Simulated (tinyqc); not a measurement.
Inside a calculation: Koster-Slater impurity in an sp3s* host. Values are carried at full precision from step to step, so a last printed digit may differ when a step is redone from the rounded ones.

sp3s* tight binding, nearest neighbours only: anion (a) at 0, cation (c) at a/4 (1,1,1), orbitals s, px, py, pz, s* on each; k in units of 2 pi/a. With phases e_j = exp(i (pi/2) k.n_j) for n = (1,1,1), (1,-1,-1), (-1,1,-1), (-1,-1,1): g0 = (e1+e2+e3+e4)/4, g1 = (e1+e2-e3-e4)/4, g2 = (e1-e2+e3-e4)/4, g3 = (e1-e2-e3+e4)/4. The diagonal holds the levels Esa, Epa, Exa (s*) and Esc, Epc, Exc. Anion-cation block: <sa|sc> = Vss g0; <sa|xc> = Vsapc g1; <xa|sc> = -Vscpa g1; <xa|xc> = Vxx g0; <xa|yc> = <ya|xc> = Vxy g3, <xa|zc> = <za|xc> = Vxy g2, <ya|zc> = <za|yc> = Vxy g1; <s*a|xc> = Vxapc g1; <xa|s*c> = -Vpaxc g1; y and z take g2 and g3 in place of g1; s-s* and s*-s* vanish.

Parameters, chosen for this exercise (out of a larger set: near a published set for InP; not measured data):
- p = (-8.524, 0.874, -1.489, 4.049, 8.254, 7.092, -5.366, 1.874, 4.245, 2.225, 5.589, 3.471, 4.484) eV (order Esa, Epa, Esc, Epc, Exa, Exc, Vss, Vxx, Vxy, Vsapc, Vscpa, Vxapc, Vpaxc)
- N = 5 (mesh)
- V = -6.1 eV (shift of the p levels)

## The gap of the host

Gaps from the top of the valence band to Gamma, to the minimum on (x,0,0) from 0.5 to 1, and to L; the smallest is Eg.

top of the valence band on the scale of the parameters = 0.0055 eV

gaps (eV): Gamma 1.4042, Delta 2.4262, L 1.8758

Eg (smallest gap of the host) = 1.4042 eV

## Where the weight lies

A defect on a cation site (c) shifts the s level there by Vs or the three p levels by Vp and leaves the rest. A level in the gap solves 1/Vs = G_s(E) (symmetry A1) or 1/Vp = G_p(E) (T2, threefold), with G(E) = (1/N^3) sum over k and bands of w/(E - e), where w is the weight of the state on the s orbital of that site, or the mean weight on its px, py, pz. Mesh: k = f1 (-1,1,1) + f2 (1,-1,1) + f3 (1,1,-1), f = (j + 1/2)/N, j = 0 to N - 1. Energies from the top of the valence band at Gamma; the s* orbital of the site is left as it is. An infinite shift removes the s or p orbitals, the model of the ideal vacancy: G(E) = 0.

For each band: mean energy over the mesh and summed weights; each column of weights adds to one.

Bands:
```
band  mean energy (eV)  s weight  p weight
1               -9.809    0.1241    0.0049
2               -5.316    0.3630    0.0160
3               -1.625    0.0044    0.0999
4               -1.287    0.0021    0.0944
5                2.377    0.2513    0.1462
6                3.548    0.2020    0.0930
7                6.201    0.0003    0.2367
8                6.515    0.0003    0.2280
9                9.318    0.0361    0.0141
10              10.125    0.0164    0.0667
```

The filled bands hold 0.494 of the s orbital and 0.215 of each p orbital of the cation. Filled states add positive terms to G in the gap and empty ones negative terms.

## Green functions across the gap

G at nine energies E = Eg j/8.

G(E) (1/eV):
```
E (eV)       G_s       G_p
0.0000  -0.08668   0.00149
0.1755  -0.10277  -0.03880
0.3510  -0.12043  -0.06594
0.5266  -0.14035  -0.08957
0.7021  -0.16342  -0.11223
0.8776  -0.19089  -0.13541
1.0531  -0.22472  -0.16052
1.2286  -0.26813  -0.18935
1.4042  -0.32723  -0.22469
```

Both fall with E, as dG/dE = -sum w/(E - e)^2 demands. G_s keeps its sign, so the vacancy has no level of this symmetry in the gap. G_p changes sign, so the vacancy has a level of this symmetry in the gap.

## A first estimate from the table

A defect that shifts the p level of its cation site by V has a level where the host Green function G_p(E) equals 1/V; E is counted from the top of the valence band. Find it by linear interpolation between the two rows that bracket it.

1/V = -0.16393 1/eV
estimated level = 1.074 eV

## The level and its weight on the defect

Solve by bisection with the full sum. The weight of the bound state on the shifted orbital is G^2/(-G'), which is also dE/dV.

level = 1.0754 eV
G'(E) = -0.15441 1/eV^2
weight on the defect orbital = 0.1740

The level lies 1.075 eV above the valence band and 0.329 eV below the conduction band. Only 17.4 % of it sits on the shifted orbital, the rest on other orbitals, so a shift of 1 eV moves the level by about 174 meV.

## Checks

- Sum of the s weights over all bands against one: both 1.00000.
- First moment of the s weights against the s level of the site, on the scale of the parameters: both -1.48900.

Computed by tinyqc, a small Python program: `OMP_NUM_THREADS=1 python tinyqc.py 1451855 1451856 out.jsonl` (the numbers bound the seed that draws the inputs); one thread of a shared host (Intel(R) Xeon(R) Processor @ 2.30GHz), about 0.1 s for the whole set of steps.
